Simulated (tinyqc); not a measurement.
## Sneak paths and read margin

Worst-case read of an N x N array without selectors, ideal wires, unselected lines floating and all unselected cells in the low state with resistance K Ron: the sneak path is Rsn = K Ron [2/(N - 1) + 1/(N - 1)^2], in parallel with the selected cell Rc. A sense resistor Ron to ground gives Vout = Vr Ron/(Ron + Rc Rsn/(Rc + Rsn)); margin = [Vout(Rc = Ron) - Vout(Rc = ra Ron)]/Vr.

Values chosen for this exercise:

| symbol | value | unit | meaning |
|---|---|---|---|
| Ron | 50 | kohm | resistance of the low state |
| ra | 1000 |  | ratio Roff/Ron |
| K | 1 |  | factor by which unselected cells are more resistive |
| Vr | 0.5 | V | read voltage |

Sneak paths and read margin:
```
N,Rsn (kohm),"Vout, low state (mV)","Vout, high state (mV)",margin (%)
2,150.0,285.7,125.3,32.09
3,62.50,321.4,222.4,19.81
4,38.89,347.8,281.3,13.30
8,15.31,405.1,382.8,4.445
16,6.889,446.0,439.5,1.307
32,3.278,471.0,469.2,0.3562
64,1.600,485.0,484.5,0.09315
128,0.7905,492.3,492.2,0.02383
256,0.3929,496.1,496.1,0.006027
```

The margin falls from 32.1 to 0.00603 %; a lone cell has 49.9 %. It first drops below 10 % at N = 8 among the rows, where Rsn = 0.31 Ron. Between the last two rows it goes as N^(-1.98).

Computed by the program tinyqc: `OMP_NUM_THREADS=1 python tinyqc.py 2880020 2880021 out.jsonl`, one thread of a shared Intel Xeon 2.30GHz, about 0.01 s for the whole run.
